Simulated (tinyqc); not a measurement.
# Bulk transistor, scale length and short-channel effects: what changes with what

A gate, an insulator of thickness ti and a depleted layer of depth ts on a conducting body. Below threshold the potential that source and drain add obeys Laplace's equation and vanishes on the gate and at the bottom of the depleted layer. Its lowest mode decays along the channel as exp(-k y); k is the smallest positive root of the matching condition at the interface, and the scale length is Lambda = pi/k.

Inputs (values chosen for the exercise); permittivities: semiconductor made up, insulator close to that of aluminium oxide:
```
symbol  value  unit                                     meaning
T         400     K                                 temperature
eps_r    9.38        relative permittivity of the semiconductor
ei       9.43            relative permittivity of the insulator
ti        5.7    nm                         insulator thickness
ts         20    nm                             depletion depth
L          75    nm                              channel length
Vbi      0.89     V                     potential of the source
sT       0.48     V   potential of the barrier top at threshold
Vds       0.6     V                               drain voltage
```

Constants: q = 1.602176634e-19 C, kB = 1.380649e-23 J/K, Vt = kB T/q. Results are converted to the units shown.

Each table varies one quantity; the others keep the values above.

## Effect of the channel length

k is the smallest positive root of f(k) = eps_r sin(k ti) cos(k ts) + ei cos(k ti) sin(k ts). Along the channel psi(y) = s + a exp(y/l) + b exp(-y/l) with psi(0) = Vbi, psi(L) = Vbi + Vds and l = 1/k = Lambda/pi; with A = Vbi - s, B = A + Vds, x = exp(-L/l): a = (B - A x) x/(1 - x^2), b = (A - B x)/(1 - x^2). The minimum is s + 2 sqrt(a b), at y = (l/2) ln(b/a). The long-channel potential follows the gate as s = sT + (Vg - VTL)/m, and the threshold VT is the gate voltage at which the minimum equals sT. Swing = m Vt ln 10/g at threshold, g = d(minimum)/ds = 1 - (b x + a)/((1 + x) sqrt(a b)). DIBL = [VT(0.05 V) - VT(Vds)]/(Vds - 0.05 V). sT and Vbi are held fixed; m = 1 + eps_r ti/(ei ts) in each row.

The same in every row: Lambda (nm) = 25.68.

Results:

| L (nm) | L/Lambda | VT - VTL at Vds = 0.05 V (mV) | VT - VTL at Vds (mV) | DIBL (mV/V) | swing (mV/decade) |
|---|---|---|---|---|---|
| 28 | 1.090 | -299.4 | -455.3 | 283.5 | 160.8 |
| 34 | 1.324 | -182.0 | -275.1 | 169.2 | 137.9 |
| 40 | 1.558 | -115.7 | -174.0 | 106.0 | 124.9 |
| 48 | 1.869 | -65.98 | -98.72 | 59.53 | 115.1 |
| 57 | 2.220 | -36.30 | -54.11 | 32.37 | 109.1 |
| 68 | 2.648 | -17.96 | -26.70 | 15.88 | 105.5 |
| 97 | 3.777 | -2.969 | -4.401 | 2.605 | 102.5 |
| 120 | 4.673 | -0.7241 | -1.073 | 0.6345 | 102.0 |

Estimate the missing row, L = 81 nm.

Computed row:

| L (nm) | L/Lambda | VT - VTL at Vds = 0.05 V (mV) | VT - VTL at Vds (mV) | DIBL (mV/V) | swing (mV/decade) |
|---|---|---|---|---|---|
| 81 | 3.154 | -7.970 | -11.83 | 7.012 | 103.5 |

With this row back in the table: From L = 28 to 120 nm, DIBL falls from 283 to 0.635 mV/V and the swing falls from 161 to 102 mV a decade (long-channel value 102). Between the last two rows the threshold shift at Vds decays with a length of 16.3 nm, against 2 Lambda/pi = 16.3 nm for a shift that goes as exp(-pi L/(2 Lambda)). DIBL first drops below 100 mV/V at L = 48 nm among the rows, L/Lambda = 1.9. For L = 28 to 34 nm L is under 1.5 Lambda, where higher modes, left out of the one-mode potential, count.

## Effect of the drain voltage

Same model as above.

The same in every row: Lambda (nm) = 25.68; L/Lambda = 2.921.

Results:

| Vds (V) | VT - VTL at Vds (mV) | DIBL (mV/V) | swing (mV/decade) |
|---|---|---|---|
| 0.2 | -13.34 | 11.73 | 104.0 |
| 0.35 | -14.89 | 11.06 | 104.1 |
| 0.5 | -16.31 | 10.52 | 104.2 |
| 0.65 | -17.61 | 10.06 | 104.2 |
| 0.8 | -18.83 | 9.673 | 104.3 |
| 1.1 | -21.07 | 9.038 | 104.4 |

Estimate the missing row, Vds = 0.95 V.

Computed row:

| Vds (V) | VT - VTL at Vds (mV) | DIBL (mV/V) | swing (mV/decade) |
|---|---|---|---|
| 0.95 | -19.98 | 9.336 | 104.4 |

With this row back in the table: As Vds goes from 0.2 to 1.1 V, Lambda stays at 25.7 nm, DIBL falls from 11.7 to 9.04 mV/V and the swing stays near 104 mV a decade.

## Effect of the relative permittivity of the insulator

Same model as above.

Effect of the relative permittivity of the insulator:

| ei | Lambda (nm) | L/Lambda | VT - VTL at Vds (mV) | DIBL (mV/V) | swing (mV/decade) |
|---|---|---|---|---|---|
| 3.9 | 29.72 | 2.524 | -42.93 | 25.58 | 139.6 |
| 5.7 | 27.89 | 2.689 | -28.57 | 16.99 | 120.5 |
| 8.5 | 26.10 | 2.873 | -19.01 | 11.29 | 106.9 |
| 12 | 24.76 | 3.029 | -13.77 | 8.167 | 98.92 |
| 18 | 23.45 | 3.198 | -9.876 | 5.854 | 92.50 |
| 27 | 22.44 | 3.342 | -7.517 | 4.453 | 88.25 |
| 40 | 21.72 | 3.454 | -6.109 | 3.618 | 85.50 |

What does the comparison show?

As ei goes from 3.9 to 40, Lambda falls from 29.7 to 21.7 nm, DIBL falls from 25.6 to 3.62 mV/V and the swing falls from 140 to 85.5 mV a decade. On average Lambda goes as ei^(-0.13).

Computed by the program tinyqc: `OMP_NUM_THREADS=1 python tinyqc.py 2420063 2420064 out.jsonl`, one thread of a shared Intel Xeon 2.30GHz, about 0.01 s for the whole run.
